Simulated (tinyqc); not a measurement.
From one set of inputs to another, one input at a time: oxidation of curved silicon (wires and holes): cylindrical Deal-Grove kinetics with stress-retarded reaction. Computed by tinyqc, a small Python program. Command: `OMP_NUM_THREADS=1 python tinyqc.py 3024664 3024665 out.jsonl wireox ladder`. One thread of a shared host (Intel(R) Xeon(R) Processor @ 2.30GHz), about 0.03 s of CPU time with the checks.

Silicon fills r < a and oxide a < r < b. One volume of silicon gives 2.25 volumes of oxide, and the length is fixed.

The inputs printed are set A. Set A is close to those used for silicon in dry oxygen; the values taken over come from a set close to those used for silicon in steam. Inputs not listed in the table keep their values of set A, so the rows need not describe a real material.

Inputs (values chosen for the exercise, close to those used for silicon in dry oxygen):

| quantity | value | unit |
|---|---|---|
| prefactor B0 | 812 | um^2/h |
| activation energy E_B | 1.23 | eV |
| prefactor (B/A)0 | 5.62e+06 | um/h |
| activation energy E_A | 2.02 | eV |
| starting silicon radius a0 | 90 | nm |
| starting oxide x_i | 3 | nm |
| viscosity prefactor eta0 | 1.8e-08 | Pa s |
| viscosity energy E_eta | 5.68 | eV |
| critical shear stress s_c | 58 | MPa |
| activation volume V_k | 7.7 | angstrom^3 |
| temperature T | 825 | C |
| time t | 0.38 | h |

Shape: wire (convex).

Constants: k_B = 8.617333262e-05 eV/K.

Method:
- B = B0 exp(-E_B/(k_B T)), B/A = (B/A)0 exp(-E_A/(k_B T)), eta = eta0 exp(E_eta/(k_B T)); 1 um = 1000 nm.
- Temperatures in kelvin are T(C) + 273.15.
- Geometry: b^2 = b0^2 + 1.25 (a0^2 - a^2), b0 = a0 + x_i.
- Rate of oxide made per interface area: q = 1/[1/k + 2 a |ln(b/a)|/B], and |da/dt| = q/2.25. Reaction k = (B/A) exp(-sigma V_k/(k_B T)). New oxide pushes the old with radial speed u = 1.25 |da/dt| at r = a; the shear stress at radius r is s_c asinh(z a^2/r^2), z = 2 eta u/(a s_c) (Eyring flow), and the compressive normal stress at the interface is sigma = |int_a^b 2 s/r dr| = s_c |F(z) - F(z a^2/b^2)|, F(y) = int_0^y asinh(w)/w dw. q and sigma are solved together. 1 MPa angstrom^3 = 6.241509e-6 eV.
- Integrate da/dt adaptively (tolerance 1e-8); a wire counts as consumed at a = 0.5 nm and a hole as closed at b = 0.5 nm. Planar reference: x^2 + A x = B t + x_i^2 + A x_i, A = B/(B/A).

Each row keeps all changes above it:

| input moved | from | to | oxide thickness (nm) | silicon radius a (nm) | ratio to the planar thickness |
|---|---|---|---|---|---|
| set A | - | - | 4.076 | 89.51 | 0.9863 |
| critical shear stress s_c (MPa) | 58 | 72 | 4.069 | 89.51 | 0.9846 |
| time t (h) | 0.38 | 0.18 | 3.509 | 89.77 | 0.9921 |
| prefactor (B/A)0 (um/h) and activation energy E_A (eV) | 5620000, 2.02 | 116000000, 2.06 | 8.381 | 87.53 | 0.9507 |
| prefactor B0 (um^2/h) and activation energy E_B (eV) | 812, 1.23 | 401, 0.785 | 9.503 | 87.00 | 0.9226 |
| viscosity prefactor eta0 (Pa s) and viscosity energy E_eta (eV) | 1.8e-08, 5.68 | 1.6e-08, 5.47 | 9.575 | 86.97 | 0.9296 |
| starting silicon radius a0 (nm) | 90 | 52 | 9.120 | 49.11 | 0.8854 |
| activation volume V_k (angstrom^3) | 7.7 | 10 | 8.933 | 49.20 | 0.8673 |

Which inputs carry the difference?

Oxide thickness goes from 4.08 to 8.93, a factor 2.19 in all. The largest single move comes from prefactor (B/A)0 with activation energy E_A (a factor 2.39), and time t works against it (a factor 0.862). Silicon radius a goes from 89.5 to 49.2, a factor 0.550 in all. The largest single move comes from starting silicon radius a0 (a factor 0.565). Ratio to the planar thickness goes from 0.986 to 0.867, a factor 0.879 in all. The largest single move comes from starting silicon radius a0 (a factor 0.953), and time t works against it (a factor 1.008). The single moves hold for this order of the switches; the total does not depend on the order.

Caution (rows set A, critical shear stress s_c, time t, prefactor (B/A)0): planar dry oxides this thin grow faster than Deal-Grove predicts. Caution (all rows): the oxide is taken as a purely viscous fluid in steady flow; elasticity, stress-dependent diffusion and thin-oxide enhancement are left out.

Extremes, crossings and ranges named in words are read from the listed rows.
